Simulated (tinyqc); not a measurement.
Inside a calculation: quantum-confined Stark effect in a modulator well. Values are carried at full precision from step to step, so a last printed digit may differ when a step is redone from the rounded ones.

Constants: hbar^2/2m0 = 3.80998211 eV angstrom^2; e^2/(4 pi eps0) = 14.39964547 eV angstrom; hc = 1239.841984 eV nm.

Parameters, chosen for this exercise (near those of a Ge well in SiGe, direct gap; the results hold for these values, not for the real material):
```
symbol  value   unit      meaning
L       80      angstrom  well width
me      0.0404  m0        electron, well
mh      0.204   m0        heavy hole along z, well
F       75      kV/cm     field
Vc      0.4     eV        conduction offset
Vv      0.112   eV        heavy-hole offset
meb     0.054   m0        electron, barrier
mhb     0.24    m0        heavy hole, barrier
Eg      0.85    eV        gap of the well
mp      0.068   m0        heavy hole in the plane
eps     15.7              dielectric constant
dE      7       meV       operating point below the zero-field line
G       4       meV       half width of the exciton line
```

## Estimate for hard walls

Second order: each level moves by -C m (e F)^2 L^4/(2c), C = (15/pi^2 - 1)/(24 pi^2), c = hbar^2/2m0, 1 kV/cm = 1e-5 eV/angstrom. It holds while e F L is no more than about twice 3 c pi^2/(m L^2).

Estimate:
```
carrier     shift (meV)  e F L over the level spacing
electron          -0.27                          0.14
heavy hole        -1.35                          0.69
```

The hole, 5.0 times heavier, carries 83 % of the estimated shift; for hard walls second order errs by about 2 % at a ratio of 1 and 13 % at 3.

## Levels and envelopes

Envelopes on cells of 0.5 angstrom over the well |z| < L/2 and 45 angstrom of barrier on each side, psi = 0 beyond, psi'/m continuous (mean mass between points), c = hbar^2/2m0. The electron sees + e F z and the hole - e F z, each with its offset in the barriers; 1 kV/cm = 1e-5 eV/angstrom. Light holes, band mixing and escape by tunnelling are left out.

Ground levels, squared overlap and separation <z>_h - <z>_e without and with the field.

Results:
```
F (kV/cm)  E_e (meV)  E_h (meV)  overlap^2  separation (angstrom)
0              69.42      15.68      0.997                    0.0
75             68.11      10.79      0.854                   16.0
```

The electron level moves by -1.30 meV (4.9 times the hard-wall estimate, since it leaks into the barriers and sees a wider well) and the hole level by -4.89 meV (3.61 times).

## Exciton

Exciton: in-plane function exp(-rho/lam), 1/mu = 1/me + 1/mp, E(lam) = c/(mu lam^2) - (q/eps) times the integral over k of Fm(k)(1 + (k lam/2)^2)^(-3/2), Fm(k) the double integral of psi_e^2 psi_h^2 exp(-k |z - z'|), q = e^2/(4 pi eps0); binding Eb = -E at the minimum. Line at Eg + E_e + E_h - Eb, strength proportional to overlap^2/lam^2.

Minimise over lam without and with the field.

Results:
```
F (kV/cm)  lam (angstrom)  Eb (meV)  line (eV)      nm  overlap^2/lam^2 (1e-4/angstrom^2)
0                   222.6      3.97     0.9311  1331.6                             0.2012
75                  228.2      3.86     0.9250  1340.3                             0.1640
```

The weaker binding gives back 0.11 meV of the red shift, leaving 6.1 meV; the strength falls to 81 %.

## Contrast at the operating point

With a Gaussian line of half width G, the absorption at E_op = line(0) - dE is proportional to strength x exp(-ln2 ((E_op - line)/G)^2); continuum absorption is left out. Give it at both fields, relative to the zero-field peak.

E_op = 0.9241 eV
wavelength = 1341.6 nm

absorption without and with the field: [0.12, 0.79]

The field changes the absorption by +0.67 of the zero-field peak. The zero-field tail still absorbs here, since dE is no more than 2G, which costs insertion loss.

## Checks

- Zero-field levels against the matching condition of the square well, meV: largest difference 1.4e-01.
- Slope d(E_e + E_h)/dF against minus the separation (Hellmann-Feynman), angstrom: both -16.0.

Program tinyqc; command `OMP_NUM_THREADS=1 python tinyqc.py 1252029 1252030 out.jsonl`; about 0.2 s on one thread of a shared Intel(R) Xeon(R) Processor @ 2.30GHz.
